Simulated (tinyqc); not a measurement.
Classical nucleation, growth and JMAK kinetics of crystallisation from a melt or glass: one step, computed by the program tinyqc.

A spherical nucleus cap on a flat wall with a sharp interface of isotropic energy gamma; lambda = Omega^(1/3) is the jump distance.

Task: Steady nucleation rate. Driving force per volume: dG = H (T_m - T)/T_m. Shape factor f = (2 + cos theta)(1 - cos theta)^2/4. W(r) = f [4 pi r^2 gamma - (4/3) pi r^3 dG]; r* = 2 gamma/dG; W* = f 16 pi gamma^3/(3 dG^2); n* = f (4/3) pi r*^3/Omega. D = D0 exp(-Q/(k_B T)); attachment rate k+ = (A*/lambda^2) D/lambda^2 with A* = 2 pi r*^2 (1 - cos theta); Zeldovich factor Z = sqrt(W*/(3 pi k_B T))/n*; sites per volume N = S_v/lambda^2; I = N Z k+ exp(-W*/(k_B T)); lag time = 1/(4 pi Z^2 k+).

Inputs (values chosen for the exercise, for a model substance):
```
quantity                        value        unit
melting point T_m                1190           K
heat of melting per volume H     1280      J/cm^3
interface energy gamma          0.138       J/m^2
atomic volume Omega              14.6  angstrom^3
temperature T                     721           K
diffusion prefactor D0        1.3e-06       m^2/s
activation energy Q               1.8          eV
contact angle theta               135     degrees
wall area per volume S_v      2.2e+06         1/m
```

Nucleation: on a flat wall. Driving force: Turnbull (linear).

Constants: k_B = 8.617333262e-05 eV/K; k_B = 1.380649e-23 J/K.

Give: diffusivity D; attachment rate k+; Zeldovich factor Z; sites N; nucleation rate I; lag time.

Result:

diffusivity D = 3.4039e-19 m^2/s

attachment rate k+ = 306.26 1/s

Zeldovich factor Z = 0.029781

sites N = 3.6829e+25 1/m^3

nucleation rate I = 2.6041e+19 1/(m^3 s)

lag time = 0.29296 s

Caution: homogeneous nucleation, left out here, would be as fast or faster: the wall offers too few sites or too small a cut in the barrier.
